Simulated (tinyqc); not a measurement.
Inside a calculation. Method: MP2 on RHF in the sto-3g basis, for H6, spin multiplicity 1. One step of it, computed by the program tinyqc.

Task: Iteration 1: diagonalisation and new density. Diagonalise F' = X^T F X, C = X C', fill 3 alpha and 3 beta electrons from the bottom; D = 2 C_occ C_occ^T. Each column has its largest component positive (the first on a tie).

Fock matrix F (hartree), lower triangle:
```
,1H 1s,2H 1s,3H 1s,4H 1s,5H 1s,6H 1s
1H 1s,-0.247815
2H 1s,-0.453039,-0.280524
3H 1s,-0.101110,-0.240994,-0.283444
4H 1s,-0.029624,-0.101484,-0.461089,-0.283450
5H 1s,-0.002740,-0.011877,-0.101491,-0.241036,-0.280967
6H 1s,-0.000644,-0.002745,-0.029675,-0.101269,-0.453583,-0.248265
```

X, lower triangle:
```
,1H 1s,2H 1s,3H 1s,4H 1s,5H 1s,6H 1s
1H 1s,1.161654
2H 1s,-0.370869,1.202906
3H 1s,0.043656,-0.189325,1.207255
4H 1s,-0.011338,0.044916,-0.384094,1.207263
5H 1s,0.001130,-0.004185,0.044932,-0.189383,1.203407
6H 1s,-0.000296,0.001131,-0.011353,0.043708,-0.371518,1.162132
```

Give: F' = X^T F X; orbital energies; coefficients C; D after iteration 1.

Result:

F' = X^T F X (hartree), lower triangle:
```
,1,2,3,4,5,6
1,0.015
2,-0.467,0.047
3,0.039,-0.246,0.053
4,-0.021,0.041,-0.485,0.053
5,0.002,-0.008,0.041,-0.246,0.047
6,-0.001,0.002,-0.021,0.039,-0.468,0.015
```

orbital energies (hartree): MO1 -0.578, MO2 -0.460, MO3 -0.321, MO4 0.287, MO5 0.519, MO6 0.781

coefficients C:
```
,MO1,MO2,MO3,MO4,MO5,MO6
1H 1s,0.210,0.379,-0.382,0.598,-0.744,-0.494
2H 1s,0.285,0.402,-0.261,-0.431,0.805,0.691
3H 1s,0.375,0.094,0.417,-0.637,-0.189,-0.938
4H 1s,0.375,-0.092,0.417,0.638,-0.185,0.938
5H 1s,0.286,-0.401,-0.260,0.429,0.805,-0.694
6H 1s,0.211,-0.380,-0.381,-0.596,-0.744,0.497
```

D after iteration 1, lower triangle:
```
,1H 1s,2H 1s,3H 1s,4H 1s,5H 1s,6H 1s
1H 1s,0.668
2H 1s,0.624,0.622
3H 1s,-0.090,0.071,0.647
4H 1s,-0.231,-0.078,0.613,0.647
5H 1s,0.015,-0.023,-0.078,0.071,0.622
6H 1s,0.092,0.015,-0.231,-0.090,0.624,0.668
```
